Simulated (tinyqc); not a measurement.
Inside a calculation: coherent potential approximation for a binary alloy with a semi-elliptic band. Values are carried at full precision from step to step, so a last printed digit may differ when a step is redone from the rounded ones.

Site levels eA = -x d (share 1 - x) and eB = (1 - x) d (share x), so that their mean, the virtual crystal, is 0. Pure band: G0(z) = 2 (z - sqrt(z - W) sqrt(z + W))/W^2 with principal roots, density -Im G/pi per site. The medium has a self-energy S(z), G = G0(z - S), z = E + i eta. t_i = (e_i - S)/(1 - (e_i - S) G); the CPA demands <t> = (1 - x) tA + x tB = 0. Iteration: start at S = 0, set S(new) = S + <t>/(1 + <t> G), stop when |<t>| < 1e-9 eV.

Constants: hbar = 6.58211957e-16 eV s.

Inputs chosen for the exercise:

| symbol | value | unit | meaning |
|---|---|---|---|
| W | 4.2 | eV | half width of the pure band |
| x | 0.36 |  | fraction of B |
| d | 1.38 | eV | eB - eA |
| eta | 0.084 | eV | broadening |
| E | -1.99 | eV | energy |

## First step: the average t-matrix

With S = 0 form G, tA, tB, <t> and the new S.

eA, eB (eV): -0.4968  0.8832

G = -0.22050-0.40996i 1/eV

tA, tB (eV): -0.5302-0.1213i  0.6771-0.2052i

<t> = -0.0956-0.1515i eV
S after one step = -0.1110-0.1496i eV

## The self-consistent medium

Iterate.

Iterations:

| i | S (eV) | G (1/eV) | \|<t>\| (eV) |
|---|---|---|---|
| 0 | 0.00000 | -0.22050-0.40996i | 0.179 |
| 1 | -0.11099-0.14956i | -0.19983-0.40042i | 0.00789 |
| 2 | -0.11596-0.14347i | -0.19965-0.40134i | 0.000319 |
| 3 | -0.11567-0.14334i | -0.19968-0.40134i | 1.29e-05 |
| 4 | -0.11566-0.14335i | -0.19968-0.40134i | 5.25e-07 |
| 5 | -0.11566-0.14335i | -0.19968-0.40134i | 2.13e-08 |
| 6 | -0.11566-0.14335i | -0.19968-0.40134i | 8.64e-10 |

S = -0.11566-0.14335i eV
G = -0.19968-0.40134i 1/eV

Converged at i = 6. The first step gave -0.1110-0.1496i eV.

## Densities on A and B, and the lifetime

G_i = G/(1 - (e_i - S) G); densities -Im G_i/pi; their weighted sum must be -Im G/pi. Lifetime hbar/(2 |Im S|), which has a meaning only while |Im S| is small against W. Weak-scattering value of S: x (1 - x) d^2 G.

densities (1/eV): on A 0.1548, on B 0.0797, weighted sum 0.1277, medium 0.1277

lifetime = 2.30 fs
weak-scattering S = -0.0876-0.1761i eV

An A site carries the larger density here, by a factor 1.94; the weak-scattering value is 23 % from S.

## Checks

- Weighted sum of the partial densities against the density of the medium: both 0.12775.

tinyqc: `OMP_NUM_THREADS=1 python tinyqc.py 1450751 1450752 out.jsonl`; about 0.01 s, one thread, shared Intel(R) Xeon(R) Processor @ 2.30GHz.
